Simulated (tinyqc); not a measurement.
Grain-boundary trapping model (Seto) of a polycrystalline semiconductor film: one step, computed by the program tinyqc. Command: `OMP_NUM_THREADS=1 python tinyqc.py 3013881 3013882 out.jsonl poly walk`. One thread of a shared host (Intel(R) Xeon(R) Processor @ 2.30GHz), about 0.01 s of CPU time with the checks.

Grains of equal size L are joined by thin boundaries with one trap level. Trapped carriers deplete a width W on each side and raise a barrier, crossed by thermionic emission. Dopants are fully ionised, statistics are non-degenerate and mu_g does not depend on T.

Problem. Critical doping. If all traps fill, the grain is just depleted at N* = Q_t/L, with the barrier e Q_t L/(8 eps eps_0).

Inputs (values chosen for the exercise, modelled on polycrystalline SiGe): permittivity eps = 13.5; grain size L = 53 nm; trap density Q_t = 3.8e+12 1/cm^2.

Grain interior: resistance included.

Constants: e = 1.602176634e-19 C; eps_0 = 8.8541878128e-12 F/m; k_B = 8.617333262e-05 eV/K.

Give: N*; barrier at N* with all traps filled.

Solution.

N* = 7.1698e+17 1/cm^3

barrier at N* with all traps filled = 0.33744 V
